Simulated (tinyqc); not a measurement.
## Voltage acceleration of oxide breakdown, four models on the same data: effect of the use temperature

Field E = V/tox in MV/cm. Models: ln(t63/1 s) = a - c X with X = E (E model), -1/E (1/E model), ln V (power law, c the exponent n) or sqrt(E).

With a and c fitted to the stress data, the voltage for ten years solves a - c X + ln(temperature factor times ks) = ln 3.15576e8; temperature factor exp[(Ea q/kB)(1/Tu - 1/Ts)].

Inputs (values chosen for the exercise):
```
symbol,value,unit,meaning
tox,4.2,nm,oxide thickness
Ts,373,K,stress temperature
Ea,0.64,eV,activation energy
ks,0.0003,,factor for area and percentile
```

Constants: q = 1.602176634e-19 C, kB = 1.380649e-23 J/K. Results are converted to the units shown.

| model | c | a |
|---|---|---|
| E | 4.87923 | 47.1791 |
| 1/E | 356.997 | -36.7972 |
| power | 41.9189 | 58.7991 |
| sqrt E | 28.6339 | 89.0620 |

Results:

| Tu (K) | temperature factor | V for ten years, E (V) | V for ten years, 1/E (V) | V for ten years, power (V) | V for ten years, sqrt E (V) |
|---|---|---|---|---|---|
| 273 | 1471 | 2.306 | 2.622 | 2.500 | 2.416 |
| 328 | 15.36 | 1.913 | 2.428 | 2.242 | 2.106 |
| 358 | 2.303 | 1.750 | 2.356 | 2.143 | 1.983 |
| 378 | 0.7685 | 1.656 | 2.316 | 2.088 | 1.913 |
| 398 | 0.2863 | 1.571 | 2.281 | 2.039 | 1.852 |
| 423 | 0.09503 | 1.476 | 2.244 | 1.986 | 1.785 |

Estimate the missing row, Tu = 298 K.

Computed row:

| Tu (K) | temperature factor | V for ten years, E (V) | V for ten years, 1/E (V) | V for ten years, power (V) | V for ten years, sqrt E (V) |
|---|---|---|---|---|---|
| 298 | 150.1 | 2.110 | 2.521 | 2.368 | 2.258 |

With this row back in the table: The temperature factor falls from 1470 to 0.0950, and the allowed voltage by 36.0 % in the E model and 14.4 % in the 1/E model: the steeper a model is near use conditions, the less voltage a given factor in time costs.

Range of the model: All four laws are empirical fits; none is established far below the stress range.

Numbers from tinyqc (`OMP_NUM_THREADS=1 python tinyqc.py 2070099 2070100 out.jsonl`; about 0.01 s on one thread of a shared Intel Xeon 2.30GHz).
